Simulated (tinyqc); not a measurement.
Minority-electron transport through the base of a bipolar transistor (Moll-Ross and Kroemer integrals): one step, computed by the program tinyqc.

Low injection, one dimension, x from the emitter edge (0) to the collector edge (W), s = x/W. Recombination is treated as a small correction (valid for tau_B well below tau_n), computed from the stored charge.

Task: Profile and built-in field. N(x) = N_0 (ratio)^(-s); n_i(x)^2 = n_i^2 exp(s dE_g/k_B T); D(x) = (k_B T/e) mu, mu = mu_min + (mu_max - mu_min)/(1 + (N/N_ref)^0.7). Field that drives electrons towards the collector, averaged over the base: (k_B T/e) ln[N_0 n_i(W)^2/(N(W) n_i^2)]/W.

Inputs (values chosen for the exercise, modelled on SiGe):

| quantity | value | unit |
|---|---|---|
| base doping at the emitter edge N_0 | 4.6e+19 | 1/cm^3 |
| base width W | 310 | nm |
| mu_min | 190 | cm^2/(V s) |
| mu_max | 1060 | cm^2/(V s) |
| N_ref | 2.9e+17 | 1/cm^3 |
| temperature T | 300 | K |
| doping ratio N_0/N(W) | 3.2 | - |
| gap narrowing across the base dE_g | 35 | meV |

Base doping profile: exponential. Gap grading: linear. Exit of the base: saturation velocity.

Constants: k_B = 8.617333262e-05 eV/K.

Give: Across the base; drift factor eta (potential drop in k_B T/e); mean built-in field.

Result:

Across the base:

| s | N (1/cm^3) | n_i(x)^2/n_i^2 | D (cm^2/s) | y (s/cm^5) |
|---|---|---|---|---|
| 0.0 | 4.600e+19 | 1.000 | 5.542 | 8.300e+18 |
| 0.2 | 3.645e+19 | 1.311 | 5.650 | 4.922e+18 |
| 0.4 | 2.889e+19 | 1.719 | 5.775 | 2.910e+18 |
| 0.6 | 2.289e+19 | 2.253 | 5.921 | 1.716e+18 |
| 0.8 | 1.814e+19 | 2.954 | 6.090 | 1.008e+18 |
| 1.0 | 1.438e+19 | 3.872 | 6.286 | 5.906e+17 |

drift factor eta (potential drop in k_B T/e) = 2.517

mean built-in field = 2.099 kV/cm
